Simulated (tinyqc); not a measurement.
Bias dependence of the times: oxide trap near a transistor channel: two-state multiphonon kinetics, telegraph noise and bias instability. Computed by tinyqc, a small Python program. Command: `OMP_NUM_THREADS=1 python tinyqc.py 3030059 3030060 out.jsonl oxidetrap walk`. One thread of a shared host (Intel(R) Xeon(R) Processor @ 2.30GHz), about 0.01 s of CPU time with the checks.

An n-channel device under positive gate bias. The trap is empty (state 1) or holds an electron (state 2); both states are parabolas of equal curvature, and the electron reservoir is taken at the Fermi level of the channel.

Inputs (values chosen for the exercise, with an insulator like Al2O3 on silicon):

| quantity | value | unit |
|---|---|---|
| trap depth x from the interface | 0.35 | nm |
| tunnel barrier phi_b | 2.18 | eV |
| tunnelling mass m_ox | 0.37 | m_0 |
| trap level above E_F at zero field E_t | 0.14 | eV |
| relaxation energy E_R | 1.8 | eV |
| oxide field F | 2 | MV/cm |
| attempt rate k_0 at the interface | 2e+12 | 1/s |
| temperature T | 350 | K |

Parts treated: one trap.

Constants: hbar^2/(2 m_0) = 3.80998212 eV angstrom^2; k_B = 8.617333262e-05 eV/K.

Method. kappa = sqrt(2 m_ox phi_b)/hbar = sqrt(m_ox phi_b/(hbar^2/2m_0)); attenuation length lambda = 1/(2 kappa); factor exp(-x/lambda) for a rectangular barrier. E_21 = E_t - e F x is the energy of state 2 over state 1; barriers E_c = (E_R + E_21)^2/(4 E_R), E_e = E_c - E_21; tau_c = exp(E_c/k_B T)/(k_0 P), tau_e = exp(E_e/k_B T)/(k_0 P), P the tunnelling factor; occupation f_2 = tau_e/(tau_c + tau_e); 1/tau_0 = 1/tau_c + 1/tau_e.

tunnelling factor = 0.0399225

Against field:

| F (MV/cm) | E_21 (eV) | tau_c (s) | tau_e (s) | f_2 |
|---|---|---|---|---|
| 0.0 | 0.140 | 4.2133e-04 | 4.0617e-06 | 0.00955 |
| 0.6 | 0.119 | 2.9010e-04 | 5.6108e-06 | 0.01897 |
| 1.2 | 0.098 | 2.0056e-04 | 7.7822e-06 | 0.03735 |
| 1.6 | 0.084 | 1.5716e-04 | 9.7007e-06 | 0.05814 |
| 2.0 | 0.070 | 1.2338e-04 | 1.2114e-05 | 0.08941 |
| 2.4 | 0.056 | 9.7033e-05 | 1.5155e-05 | 0.13509 |
| 3.0 | 0.035 | 6.7906e-05 | 2.1278e-05 | 0.23859 |

ln(tau_c/tau_e) falls by e x/k_B T = 1.160 per MV/cm, which measures the depth x if the change of surface potential with bias is left aside. Over these rows tau_c shortens by 0.79 decades and tau_e lengthens by 0.72; the two share the shift almost equally, as the first and last E_21 average to little against E_R.
